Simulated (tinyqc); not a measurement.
Self-heating of a transistor with one or more fingers, with temperature-dependent conductivity. Changing the fingers N. Computed by tinyqc, a small Python program. Command: `OMP_NUM_THREADS=1 python tinyqc.py 3025290 3025291 out.jsonl selfheat sweep`. One thread of a shared host (Intel(R) Xeon(R) Processor @ 2.30GHz), about 0.08 s of CPU time with the checks.

N long parallel fingers lie on the top face of a slab whose bottom is held at T_0; the top is otherwise insulated, and heat flows in two dimensions. P in W/mm is 1000 P in W/m.

Inputs (values chosen for the exercise, modelled on indium phosphide):

| quantity | value | unit |
|---|---|---|
| conductivity at the base temperature kappa_0 | 67.9 | W/(m K) |
| exponent m in kappa ~ T^-m | 1.41 | - |
| base temperature T_0 | 298 | K |
| power per gate width P | 0.4 | W/mm |
| finger pitch s | 14 | micrometre |
| width of the heat source w | 0.36 | micrometre |
| substrate thickness t | 360 | micrometre |

Power: fixed power.

Method:
- A line source of power P on the top face raises the top at distance x by (P/(pi kappa_0)) g(x), g(x) = -ln tanh(pi x/(4 t)) (the image sum for the slab). On a strip of width w the centre sees the mean of g over the strip, g_0 = 1 + ln(8 t/(pi w)) for w much below t.
- theta_i = (P/(pi kappa_0)) [g_0 + sum over j != i of g(|i - j| s)], with equal powers and constant conductivity; thermal resistance = largest theta/P.
- Kirchhoff transformation for kappa = kappa_0 (T/T_0)^-m: T = T_0 [1 - (m - 1) theta/T_0]^(-1/(m - 1)), where theta is the linear rise.
- The bracket vanishes at the power P T_0/((m - 1) theta).

One run for each value:

| fingers N | thermal resistance (K mm/W) | true rise (K) | peak temperature (K) |
|---|---|---|---|
| 1 | 41.5 | 17.25 | 315.3 |
| 2 | 57.8 | 24.45 | 322.5 |
| 3 | 74.2 | 31.88 | 329.9 |
| 4 | 87.3 | 38.01 | 336.0 |
| 5 | 100.4 | 44.31 | 342.3 |
| 6 | 111.6 | 49.82 | 347.8 |
| 7 | 122.8 | 55.47 | 353.5 |
| 8 | 132.7 | 60.54 | 358.5 |

Over the rows, thermal resistance (K mm/W) rises from 41.5 to 133 (exponent d ln y / d ln x 0.48 between the first rows and 0.58 between the last); true rise (K) rises from 17.3 to 60.5 (exponent d ln y / d ln x 0.50 between the first rows and 0.66 between the last); peak temperature (K) rises from 315 to 359 (exponent d ln y / d ln x 0.033 between the first rows and 0.11 between the last). Each added finger heats the centre by g at its distance, which falls exponentially beyond the thickness, so the rise levels off only once the row of fingers is much wider than the thickness.

Extremes, crossings and ranges named in words are read from the listed rows.
